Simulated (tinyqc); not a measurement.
Inputs raised by 5 %, one at a time: single-domain magnet: Stoner-Wohlfarth switching, Neel-Arrhenius retention, LLG dynamics and spin torque. Computed by tinyqc, a small Python program. Command: `OMP_NUM_THREADS=1 python tinyqc.py 3000901 3000902 out.jsonl macro sens`. One thread of a shared host (Intel(R) Xeon(R) Processor @ 2.30GHz), about 0.02 s of CPU time with the checks.

The moment is uniform, with unit vector m; z is the easy axis. mu_0 = 1.25663706212e-6 T m/A, gamma = 1.76085963023e11 rad/(s T).

Inputs (values chosen for the exercise, for a model magnet):
```
quantity,value,unit
saturation magnetisation M_s,1000,kA/m
diameter d,11,nm
aspect ratio p,2,-
bulk anisotropy K_u,33,kJ/m^3
exchange stiffness A,12,pJ/m
temperature T,250,K
attempt frequency f0,2,GHz
waiting time t_w,1,s
damping alpha,0.018,-
spin-torque efficiency eta,0.72,-
drive I/I_c0,2,-
```

Shape: prolate spheroid, easy axis along it.

Constants: k_B = 1.380649e-23 J/K; e = 1.602176634e-19 C; hbar = 1.054571817e-34 J s.

Method:
- N_z = [p ln(p + sqrt(p^2 - 1))/sqrt(p^2 - 1) - 1]/(p^2 - 1); V = pi d^3 p/6; K_eff = K_u + K_shape, K_shape = -(mu_0 M_s^2/4)(3 N_z - 1); mu_0 H_K = 2 K_eff/M_s.
- Delta = K_eff V/(k_B T); tau = exp(Delta)/f0; probability of a flip within t_w: P = 1 - exp(-t_w/tau). Wall width parameter sqrt(A/K_eff); a two-domain state costs 4 sqrt(A K_eff) times the cross-section that the wall cuts (pi d^2/4).
- For axial symmetry and a polariser along z: I_c0 = (4 e alpha/(hbar eta)) K_eff V; relaxation time tau_D = (1 + alpha^2)/(alpha gamma mu_0 H_K); thermal start angle theta_0 = 1/sqrt(2 Delta); switching time about tau_D ln(pi/(2 theta_0))/(I/I_c0 - 1); precession frequency gamma mu_0 H_K/(2 pi (1 + alpha^2)).

Runs:
```
input moved,from,to,anisotropy field mu_0 H_K (T),stability factor Delta,critical current I_c0 (microampere),barrier of the wall path / k_B T
base run,-,-,0.3672,74.13,38.87,163.5
saturation magnetisation M_s (kA/m),1000,1050,0.3791,80.36,42.14,170.2
diameter d (nm),11,11.55,0.3672,85.82,45.00,180.2
bulk anisotropy K_u (kJ/m^3),33,34.65,0.3705,74.80,39.22,164.2
aspect ratio p,2,2.1,0.3841,81.43,42.70,167.2
temperature T (K),250,262.5,0.3672,70.60,38.87,155.7
damping alpha,0.018,0.0189,0.3672,74.13,40.82,163.5
drive I/I_c0,2,2.1,0.3672,74.13,38.87,163.5
```

Exponents ln(y'/y) / ln(x'/x):
```
input,anisotropy field mu_0 H_K,stability factor Delta,critical current I_c0,barrier of the wall path / k_B T
saturation magnetisation M_s,0.655,1.655,1.655,0.827
diameter d,0.000,3.000,3.000,2.000
bulk anisotropy K_u,0.183,0.183,0.183,0.092
aspect ratio p,0.924,1.924,1.924,0.462
temperature T,0.000,-1.000,0.000,-1.000
damping alpha,0.000,0.000,1.000,0.000
drive I/I_c0,0.000,0.000,0.000,0.000
```

To which inputs is each result most sensitive?

Among the inputs moved here: anisotropy field mu_0 H_K answers most in size to aspect ratio p (exponent +0.924), next to saturation magnetisation M_s (+0.655); its exponent is below 0.0005 for diameter d, temperature T, damping alpha, drive I/I_c0. Stability factor Delta answers most in size to diameter d (exponent +3.000), next to aspect ratio p (+1.924); its exponent is below 0.0005 for damping alpha, drive I/I_c0. Its exponent +3.000 in diameter d: the volume of the spheroid. Its exponent -1.000 in temperature T: Delta is a fixed barrier over k_B T. critical current I_c0 answers most in size to diameter d (exponent +3.000), next to aspect ratio p (+1.924); its exponent is below 0.0005 for temperature T, drive I/I_c0. Its exponent +1.000 in damping alpha: the torque must cancel the damping. Barrier of the wall path / k_B T answers most in size to diameter d (exponent +2.000), next to temperature T (-1.000); its exponent is below 0.0005 for damping alpha, drive I/I_c0.
